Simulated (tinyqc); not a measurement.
Strength against creep resistance: grain growth, pinning, strength and diffusional creep of a polycrystal or thin film. Computed by tinyqc, a small Python program. Command: `OMP_NUM_THREADS=1 python tinyqc.py 3001465 3001466 out.jsonl grain walk`. One thread of a shared host (Intel(R) Xeon(R) Processor @ 2.30GHz), about 0.01 s of CPU time with the checks.

One mean grain size d describes the structure.

Inputs (values chosen for the exercise, modelled on copper):
```
quantity                                    value        unit
atomic volume Omega                         11.81  angstrom^3
boundary energy gamma                        0.59       J/m^2
mobility prefactor M0                     5.2e-05   m^4/(J s)
activation energy of boundary motion Q_m      1.3          eV
anneal temperature T                          620           K
anneal time t                                  71           s
initial grain size d0                         100          nm
particle volume fraction f                0.00033           -
particle radius r                             4.7          nm
Hall-Petch slope k_y                        0.095   MPa m^0.5
lattice diffusion energy Q_l                 2.05          eV
boundary diffusion energy Q_b                0.95          eV
lattice prefactor D0                      9.6e-05       m^2/s
boundary prefactor delta D0b              1.6e-14       m^3/s
applied stress sigma                           15         MPa
service temperature T_c                       626           K
```

Sample: bulk.

Constants: k_B = 8.617333262e-05 eV/K; k_B = 1.380649e-23 J/K.

Method:
- M = M0 exp(-Q_m/(k_B T)). The driving pressure is 2 gamma/d. Zener pinning pressure 3 f gamma/(2 r) stops growth at d_Z = 4 r/(3 f). The limit is d_lim = d_Z.
- dd/dt = 2 M gamma (1/d - 1/d_lim) integrates to 2 M gamma t = d_lim (d0 - d) + d_lim^2 ln[(d_lim - d0)/(d_lim - d)]; without pinning d^2 = d0^2 + 4 M gamma t.
- Nabarro-Herring rate = 14 sigma Omega D_l/(k_B T d^2), D_l = D0 exp(-Q_l/(k_B T)); Coble rate = 14 pi sigma Omega delta D_b/(k_B T d^3), delta D_b = delta D0b exp(-Q_b/(k_B T)); they are equal at d_x = pi delta D_b/D_l.
- Hall-Petch term k_y/sqrt(d).

crossover size d_x = 375698 micrometre

At T_c and sigma:
```
d (nm)  Hall-Petch term (MPa)  Nabarro-Herring (1/s)  Coble (1/s)  time to 1 % (s)
30                     548.48             9.5890e-07   1.2009e+01       8.3274e-04
100                    300.42             8.6301e-08   3.2423e-01       3.0842e-02
300                    173.45             9.5890e-09   1.2009e-02       8.3274e-01
1000                    95.00             8.6301e-10   3.2423e-04       3.0842e+01
3000                    54.85             9.5890e-11   1.2009e-05       8.3273e+02
10000                   30.04             8.6301e-12   3.2423e-07       3.0841e+04
100000                   9.50             8.6301e-14   3.2423e-10       3.0834e+07
```

What follows from these numbers?

From 100 micrometre to 30 nm grains the Hall-Petch term grows 58 times, while the time to 1 % strain shrinks by 10.6 decades. Coble creep rules in 7 of the seven rows (d_x is a millimetre or more). Fine grains resist slip but creep fast. The Hall-Petch value at 30 nm is at the edge of that law. Caution: T_c is above the anneal temperature, so the grains would go on growing in service.

Extremes, crossings and ranges named in words are read from the listed rows.
